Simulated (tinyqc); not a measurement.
Image-sensor pixel with a pinned photodiode, signal and noise: two steps of the calculation.

A buried n layer between a heavily doped p+ surface layer and a p layer is emptied into a floating diffusion, read through a source follower with correlated double sampling (reset noise cancelled). One-dimensional abrupt junctions; no blooming, lag or crosstalk.

Inputs (values chosen for the exercise); material values close to those of silicon: temperature T = 313 K; band gap Eg = 1.1 eV; conduction-band density of states at T Nc = 2.98e19 cm^-3; valence-band density of states at T Nv = 2.79e19 cm^-3; photodiode area A = 1.1 um^2; absorption coefficient (light near 750 nm) al = 0.133 1/um; optical loss before the silicon Rf = 0.08; dead layer x1 = 0.06 um; depth of collection x2 = 2.5 um; generation lifetime tg = 0.0079 s; depleted depth Wd = 0.6 um; diffusion dark flux per ni^2 Jd = 4.5e6 x 1e-20 cm^4/s; gain non-uniformity pr = 0.6 %; exposure ti = 1 ms; photons on the photodiode per exposure Ph = 27.

Constants: q = 1.602176634e-19 C, kB = 1.380649e-23 J/K, Vt = kB T/q. Results are converted to the units shown.

Problem 1. Quantum efficiency and dark current. QE = (1 - Rf)[exp(-al x1) - exp(-al x2)]. ni = sqrt(Nc Nv) exp(-Eg/(2 Vt)), Eg in volts; dark rates ni Wd A/tg (generation) and Jd ni^2 A (diffusion).

Wanted: QE; ni; generation rate; diffusion rate.

Solution 1.

QE = 0.2529
ni = 4.019e10 cm^-3
generation rate = 3.357 electrons/s
diffusion rate = 0.7994 electrons/s

Of the light that enters, 0.79 % is lost in the dead layer and 72 % passes the collecting depth.

Problem 2. Noise budget. Signal S = QE Ph; variance = S + dark rate x ti + (read noise)^2 + (pr S)^2; SNR = 20 log10(S/noise); dynamic range 20 log10(FW/noise at S = 0).

QE = 0.25292924
generation rate = 3.3572742 electrons/s
diffusion rate = 0.79936503 electrons/s
read noise = 1.0335402 electrons
FW = 7644.9905 electrons

Give: S; variances; noise; SNR; dynamic range.

Solution 2.

S = 6.8291 electrons
variances (electrons^2): photon shot 6.8291, dark shot 0.0041566, read 1.0682, non-uniformity 0.0016789
noise = 2.8113 electrons
SNR = 7.7093 dB
dynamic range = 77.364 dB

The largest part, 86.4 % of the variance, is photon shot noise.

Computed by the program tinyqc: `OMP_NUM_THREADS=1 python tinyqc.py 2630048 2630049 out.jsonl`, one thread of a shared Intel Xeon 2.30GHz, about 0.01 s for the whole run.
